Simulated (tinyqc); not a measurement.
Inside a calculation. Model: thermoelectric coefficients with energy filtering, Landauer integrals.

Program tinyqc, `OMP_NUM_THREADS=1 python tinyqc.py 2800034 2800035 out.jsonl`; Intel Xeon 2.30GHz, shared host, one thread, about 0.02 s. Printed values are rounded.

Bulk parabolic band, x = (E - Ec)/kB T, C = hbar^2/(2 m0), kB T in eV. Modes per area gv m kB T x/(4 pi C) times the back-scattering length l0 x^rr give the transport function s0 X(x), s0 = (2 q^2/h) gv m kB T l0/(4 pi C), X = x^(1 + rr), multiplied by tb for x < xb. I_k = int X (x - eta)^k w dx, w = 1/(4 cosh^2((x - eta)/2)).

Parameters, values chosen for the exercise: temperature T = 500 K; mass of one valley m = 0.75 m0; valleys gv = 6; back-scattering length at x = 1 l0 = 7.5 nm; energy exponent of that length rr = 0.5; lattice thermal conductivity kL = 4.1 W/(m K); reduced Fermi level (EF - Ec)/kB T eta = 5.9; barrier height over kB T, above Ec xb = 7.7; share of the transport function left below the barrier tb = 0.05; lower end of the grid xa = 0; upper end of the grid xe = 18; points of the grid nE = 13.

Constants: q = 1.602176634e-19 C, kB = 1.380649e-23 J/K, hbar = 1.054571817e-34 J s, h = 6.62607015e-34 J s, m0 = 9.1093837015e-31 kg, Vt = kB T/q, hbar^2/(2 m0) = 0.0380998212 eV nm^2. Results are converted to the units shown.

Range of the model: Parabolic bands, elastic scattering and a fixed kL make these model figures, not those of a material.

## The three integrals on a coarse grid

Simpson's rule on nE equally spaced points from xa to xe.

| point | x | X | w | X w |
|---|---|---|---|---|
| 0 | 0.0000 | 0 | 0.00272450 | 0 |
| 1 | 1.5000 | 0.0918559 | 0.0119813 | 0.00110056 |
| 2 | 3.0000 | 0.259808 | 0.0494336 | 0.0128432 |
| 3 | 4.5000 | 0.477297 | 0.158685 | 0.0757398 |
| 4 | 6.0000 | 0.734847 | 0.249376 | 0.183253 |
| 5 | 7.5000 | 1.02698 | 0.139764 | 0.143535 |
| 6 | 9.0000 | 27 | 0.0412490 | 1.11372 |
| 7 | 10.5000 | 34.0239 | 0.00985276 | 0.335229 |
| 8 | 12.0000 | 41.5692 | 0.00223284 | 0.0928174 |
| 9 | 13.5000 | 49.6022 | 4.99951e-4 | 0.0247986 |
| 10 | 15.0000 | 58.0948 | 1.11641e-4 | 0.00648575 |
| 11 | 16.5000 | 67.0233 | 2.49148e-5 | 0.00166987 |
| 12 | 18.0000 | 76.3675 | 5.55945e-6 | 4.24562e-4 |

I_0, I_1, I_2 on this grid: [2.57348, 7.79540, 33.3359]

Converged values are 4.2655, 11.406 and 41.025; the grid is 40 % below the first and 19 % below the last.

## Coefficients of the electrons

converged I_0, I_1, I_2: [4.26553, 11.4062, 41.0252]

sigma = s0 I_0, S = -(kB/q) I_1/I_0, Lorenz number L = (kB/q)^2 [I_2/I_0 - (I_1/I_0)^2], kappa_e = L sigma T.

s0 = 2353.31 S/cm
sigma = 10038.1 S/cm
S = -230.431 uV/K
L = 1.83222 x 1e-8 V^2/K^2
kappa_e = 9.19600 W/(m K)

L is 25 % below the Sommerfeld value (pi^2/3)(kB/q)^2 = 2.443e-8 V^2/K^2.

## Power factor and figure of merit

Power factor S^2 sigma, ZT = S^2 sigma T/(kappa_e + kL).

power factor = 53.3007 mW/(m K^2)
ZT = 2.00439
electronic share of kappa = 69.1637 %
